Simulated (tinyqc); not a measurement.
Schottky diode by thermionic emission with image-force lowering and series resistance: one step of the calculation.

Metal on an n-type semiconductor with one parabolic valley; V > 0 is forward bias (metal positive). I = I0 [exp(Vj/(n Vt)) - 1] with Vj = V - I Rs; I0 = S A* T^2 exp(-(phi - dphi)/Vt), the lowering dphi taken at zero bias.

Task. Saturation current. A* = 4 pi q me m0 kB^2/h^3 (times 1e-4 for A/(cm^2 K^2)); Nc = 2 (2 pi me m0 kB T/h^2)^1.5 (times 1e-6 for cm^-3); xi = Vt ln(Nc/Nd), Vbi = phi - xi; surface field Em = sqrt(2 q Nd (Vbi - V - Vt)/(eps0 eps_r)); dphi = sqrt(q Em/(4 pi eps0 eps_r)). Here V = 0 in Em.

Parameters, values chosen for the exercise; band and dielectric values close to those of In0.53Ga0.47As:
- T = 300 K (temperature)
- me = 0.0404 m0 (electron mass)
- eps_r = 13.7 (relative permittivity)
- phi = 0.42 eV (barrier height seen from the metal)
- Nd = 3e15 cm^-3 (donor density)
- S = 2e-5 cm^2 (area)

Constants: q = 1.602176634e-19 C, kB = 1.380649e-23 J/K, h = 6.62607015e-34 J s, m0 = 9.1093837015e-31 kg, Vt = kB T/q, eps0 = 8.8541878128e-14 F/cm where lengths are in cm. Results are converted to the units shown.

Find: A*; Nc; Vbi; Em; dphi; I0.

Result.

A* = 4.8550 A/(cm^2 K^2)
Nc = 2.0377e17 cm^-3
Vbi = 0.31095 V
Em = 15.031 kV/cm
dphi = 12.569 meV
I0 = 1.2500e-6 A

The lowering raises I0 by a factor of 1.63.

Computed by the program tinyqc: `OMP_NUM_THREADS=1 python tinyqc.py 2640021 2640022 out.jsonl`, one thread of a shared Intel Xeon 2.30GHz, about 0.01 s for the whole run.
